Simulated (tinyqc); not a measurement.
Inside a calculation. Method: LCCD on RHF in the sto-3g basis, for H3-, spin multiplicity 1. The basis has no diffuse functions, so it cannot describe the extra electron: this is an exercise in the method, not the real anion. One step of it, computed by the program tinyqc.

Question. Iteration 1: diagonalisation and new density. Diagonalise F' = X^T F X, C = X C', fill 2 alpha and 2 beta electrons from the bottom; D = 2 C_occ C_occ^T. Each column has its largest component positive (the first on a tie).

Fock matrix F (hartree), order 1H 1s, 2H 1s, 3H 1s:
```
[[0.120626, -0.230741, -0.230825],
 [-0.230741, 0.163296, -0.122869],
 [-0.230825, -0.122869, 0.163218]]
```

X, order 1H 1s, 2H 1s, 3H 1s:
```
[[1.178158, -0.263161, -0.263302],
 [-0.263161, 1.085871, 0.030994],
 [-0.263302, 0.030994, 1.085960]]
```

Give: F' = X^T F X; orbital energies; coefficients C; D after iteration 1.

Answer.

F' = X^T F X (hartree):
```
[[0.4593, -0.3849, -0.3850],
 [-0.3849, 0.3284, 0.0100],
 [-0.3850, 0.0100, 0.3285]]
```

orbital energies (hartree): [-0.1488, 0.3184, 0.9467]

coefficients C, order 1H 1s, 2H 1s, 3H 1s:
```
[[0.5084, -0.0001, 1.1261],
 [0.4128, 0.7461, -0.7227],
 [0.4129, -0.7458, -0.7231]]
```

D after iteration 1, order 1H 1s, 2H 1s, 3H 1s:
```
[[0.5170, 0.4197, 0.4200],
 [0.4197, 1.4542, -0.7719],
 [0.4200, -0.7719, 1.4534]]
```
